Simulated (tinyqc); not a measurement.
What the corrections do to the levels: formation energy of a charged point defect from supercell energies. Computed by tinyqc, a small Python program. Command: `OMP_NUM_THREADS=1 python tinyqc.py 3026055 3026056 out.jsonl formation walk`. One thread of a shared host (Intel(R) Xeon(R) Processor @ 2.30GHz), about 0.01 s of CPU time with the checks.

The host is a compound AB. Making the defect adds n_A = 0, n_B = -1 atoms to the cell. All total energies are inputs. E_F is counted from the valence-band maximum (VBM); x = 0 is A-rich and x = 1 B-rich growth.

Inputs (values chosen for the exercise, with gap and screening modelled on GaN):

| quantity | value | unit |
|---|---|---|
| E_VBM of the host cell | 4.545 | eV |
| potential alignment dV | -0.078 | eV |
| dielectric constant eps | 9.84 | - |
| cell length L | 20.7 | angstrom |
| mu_B of the pure element | -5.58 | eV |
| formation enthalpy dH of AB | -2.26 | eV |
| growth condition x | 0.33 | - |

Defect: vacancy of B. Supercell lattice: bcc.

charge states q: 0  -1  -2

E(defect, q) - E(host), in the order of q (eV): 10.906  17.786  22.383

Constants: e^2/(4 pi eps_0) = 14.39964548 eV angstrom.

Method:
- dmu_A = x dH and dmu_B = (1 - x) dH, so that dmu_A + dmu_B = dH; mu = mu(element) + dmu.
- The reservoir term is sum n_i mu_i.
- Image-charge correction of a point charge in a neutralising background: E_corr = q^2 alpha e^2/(4 pi eps_0) / (2 eps L), alpha = 2.888462 for a bcc array with L the cube root of the volume.
- E_f(q, E_F) = [E(defect, q) - E(host)] - sum n_i mu_i + q (E_VBM + dV + E_F) + E_corr(q).
- Levels eps(q/q-1) with the terms q dV and E_corr left out or kept.

E_f(q, 0) (eV): (q=0) 3.81180, (q=-1) 6.32690, (q=-2) 6.76320

E_corr (eV): (q=0) 0.000000, (q=-1) 0.102099, (q=-2) 0.408397

Levels above the VBM (eV):

| level | raw | with alignment | with image charge | with both |
|---|---|---|---|---|
| (0/-1) | 2.3350 | 2.4130 | 2.4371 | 2.5151 |
| (-1/-2) | 0.0520 | 0.1300 | 0.3583 | 0.4363 |

What follows from these numbers?

Alignment moves every level by -dV = +0.078 eV. The image term moves eps(q/q-1) by (1 - 2q) E_corr(1): (0/-1) by +0.102, (-1/-2) by +0.306 eV, donor levels down and acceptor levels up. It adds 2 E_corr(1) = 0.204 eV to every U.

Extremes, crossings and ranges named in words are read from the listed rows.
